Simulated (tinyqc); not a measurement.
CMOS latch-up, two-transistor model: one step of the calculation.

A parasitic pnp (emitter at Vdd, base shunted by Rw) and npn (emitter at ground, base shunted by Rs) feed each other: the npn collector current flows out of the pnp base node, the pnp collector current into the npn base node. Forward-active transistors with constant gains: Icn = Isn exp(Vn/Vt), Icp = Isp (exp(Vp/Vt) - 1). A current Ii is injected into the npn base node.

Task. Response to the injected current, once round the loop per iteration. Icn = Isn exp(Vn/Vt); Vp solves Vp/Rw + Icp/bp = Icn; Vn(new) solves Vn/Rs + (Isn/bn) exp(Vn/Vt) = Icp + Ii.

Values chosen for this exercise; values close to those of bulk CMOS: temperature T = 300 K; current gain of the npn bn = 8.3; current gain of the pnp bp = 2.3; saturation current of the npn at T Isn = 5.4e-16 A; saturation current of the pnp at T Isp = 2.1e-16 A; substrate resistance shunting the npn Rs = 960 ohm; well resistance shunting the pnp Rw = 2900 ohm; current injected into the substrate Ii = 0.65 mA.

Constants: q = 1.602176634e-19 C, kB = 1.380649e-23 J/K, Vt = kB T/q. Results are converted to the units shown.

Vn at the start = 0.54 V

Wanted: Icn; Vp; Icp; Vn after iteration 1.

Result.

Icn = 6.368e-4 mA
Vp = 0.001847 V
Icp = 1.555e-14 mA
Vn after iteration 1 = 0.6222 V

Range of the model: Near the trigger Vn + Vp exceeds Vdd by over 0.35 V, so both collector junctions are forward biased and the forward-active model is out of range there.

tinyqc, about 0.04 s, one thread, Intel Xeon 2.30GHz (shared host): `OMP_NUM_THREADS=1 python tinyqc.py 2670029 2670030 out.jsonl`
